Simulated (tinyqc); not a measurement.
Inputs raised by 5 %, one at a time: minimum-mode following (dimer method) and harmonic rate on a two-dimensional model surface. Computed by tinyqc, a small Python program. Command: `OMP_NUM_THREADS=1 python tinyqc.py 3028626 3028627 out.jsonl dimer sens`. One thread of a shared host (Intel(R) Xeon(R) Processor @ 2.30GHz), about 0.08 s of CPU time with the checks.

V(x, y) = h u^2 + t x + (kappa/2)(y + c u)^2 with u = x^2/w^2 - 1; the path runs from the minimum near (-w, 0) to that near (w, 0).

Inputs (values chosen for the exercise, for a model surface):

| quantity | value | unit |
|---|---|---|
| height h | 1.2 | eV |
| half width w | 1.4 | angstrom |
| transverse stiffness kappa | 3.7 | eV/angstrom^2 |
| curvature c | 0.9 | angstrom |
| tilt t | -0.14 | eV/angstrom |
| mass M | 55.3 | u |
| temperature T | 200 | K |

Surface: curved double well.

Constants: nu for 1 eV/(angstrom^2 u) = 15.6333042 THz; k_B = 8.617333262e-05 eV/K.

Method:
- Newton steps x(new) = x - H^-1 grad V (moves limited to 0.3 angstrom) from (-w, 0), (w, 0) and (0, c) give the two minima and the saddle.
- Diagonalise the Hessian at the start minimum and at the saddle; nu = 15.6333042 THz x sqrt(|lambda|/M).
- Vineyard prefactor nu* = nu1 nu2 (minimum)/nu2 (saddle); k = nu* exp(-E_b/(k_B T)).

Runs:

| input moved | from | to | barrier from the start (eV) | prefactor nu* (THz) | rate k (1/s) |
|---|---|---|---|---|---|
| base run | - | - | 1.0100 | 4.5009 | 1.5893e-13 |
| height h (eV) | 1.2 | 1.26 | 1.0698 | 4.6200 | 5.1042e-15 |
| half width w (angstrom) | 1.4 | 1.47 | 1.0009 | 4.2791 | 2.5734e-13 |
| transverse stiffness kappa (eV/angstrom^2) | 3.7 | 3.885 | 1.0100 | 4.5009 | 1.5893e-13 |
| curvature c (angstrom) | 0.9 | 0.945 | 1.0100 | 4.5006 | 1.5892e-13 |
| tilt t (eV/angstrom) | -0.14 | -0.147 | 1.0009 | 4.4929 | 2.7020e-13 |
| mass M (u) | 55.3 | 58.065 | 1.0100 | 4.3925 | 1.5510e-13 |
| temperature T (K) | 200 | 210 | 1.0100 | 4.5009 | 2.5894e-12 |

Exponents ln(y'/y) / ln(x'/x):

| input | barrier from the start | prefactor nu* | rate k |
|---|---|---|---|
| height h | 1.177 | 0.535 | -70.473 |
| half width w | -0.187 | -1.036 | 9.878 |
| transverse stiffness kappa | 0.000 | 0.000 | 0.000 |
| curvature c | 0.000 | -0.002 | -0.002 |
| tilt t | -0.187 | -0.037 | 10.877 |
| mass M | 0.000 | -0.500 | -0.500 |
| temperature T | 0.000 | 0.000 | 57.199 |

Among the inputs moved here: barrier from the start answers most in size to height h (exponent +1.177), next to half width w (-0.187); its exponent is below 0.0005 for transverse stiffness kappa, curvature c, mass M, temperature T. Its exponent 0.000 in transverse stiffness kappa: the transverse term vanishes along the valley floor. Its exponent 0.000 in curvature c: bending the valley does not change the height of its floor. Prefactor nu* answers most in size to half width w (exponent -1.036), next to height h (+0.535); its exponent is below 0.0005 for transverse stiffness kappa, temperature T. Its exponent -0.500 in mass M: frequencies scale as M^(-1/2). Rate k answers most in size to height h (exponent -70.473), next to temperature T (+57.199); its exponent is below 0.0005 for transverse stiffness kappa. Its exponent -0.500 in mass M: the classical isotope effect.
